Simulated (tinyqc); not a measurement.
Two mixing rules: virtual-crystal alloy in the empirical-pseudopotential method.

Empirical pseudopotential on the fcc lattice, atoms at +/- tau, tau = a (1,1,1)/8, no spin-orbit coupling. H(G,G') = c (2 pi/a)^2 |k + G|^2 delta + VS(q) cos(q.tau) + i VA(q) sin(q.tau), q = G - G', c = hbar^2/2m0; k and G in units of 2 pi/a; VS at |q|^2 = 3, 8, 11 and VA at 3, 4, 11, in rydberg, zero elsewhere. At each k the basis holds all G with |k + G|^2 up to 16; energies are counted from the fourth level at Gamma.

Virtual crystal A(1-x)B(x): a = (1 - x) a_A + x a_B. Rule linear: V = (1 - x) V_A + x V_B. Rule volume: V = [(1 - x) a_A^3 V_A + x a_B^3 V_B]/a^3, since a form factor is an atomic potential divided by the cell volume.

Constants: hbar^2/2m0 = 3.80998211 eV angstrom^2; Ry = 13.60569312 eV.

Parameters, chosen for this exercise (classic local form factors of the size used for GaP (A) and InP (B), which place X and L only to a few tenths of an eV; shifted at random, so the results belong to these values and not to a real crystal): a = (5.439, 5.853) angstrom (lattice constants of A, B); VSA = (-0.221, 0.031, 0.071) Ry (symmetric form factors of A); VAA = (0.118, 0.071, 0.02) Ry (antisymmetric form factors of A); VSB = (-0.23, 0.011, 0.059) Ry (symmetric form factors of B); VAB = (0.068, 0.05, 0.009) Ry (antisymmetric form factors of B).

Gaps from the valence top to the fifth band at Gamma, at L = (1/2,1/2,1/2) and at the lowest of k = (f,0,0), f = 0.70, 0.75, ..., 1.00. Both rules agree at the ends.

Gaps (eV):
```
x     Gamma, linear  Delta/X, linear  L, linear  Gamma, volume  Delta/X, volume  L, volume
0.25          2.483            2.167      2.472          2.439            2.153      2.438
0.50          2.220            2.176      2.310          2.156            2.158      2.264
0.75          1.916            2.171      2.128          1.864            2.158      2.092
```

What can be read from this table?

At x = 0.5 the volume rule moves Gamma by -64 meV, Delta/X by -18 meV and L by -46 meV, that is the bowing by -4 times these; the lattice constants differ by 7.6 %, and the rules would coincide for equal ones.

Run: tinyqc, `OMP_NUM_THREADS=1 python tinyqc.py 1051455 1051456 out.jsonl`; Intel(R) Xeon(R) Processor @ 2.30GHz, one thread, shared host; about 0.2 s of CPU time with all checks.
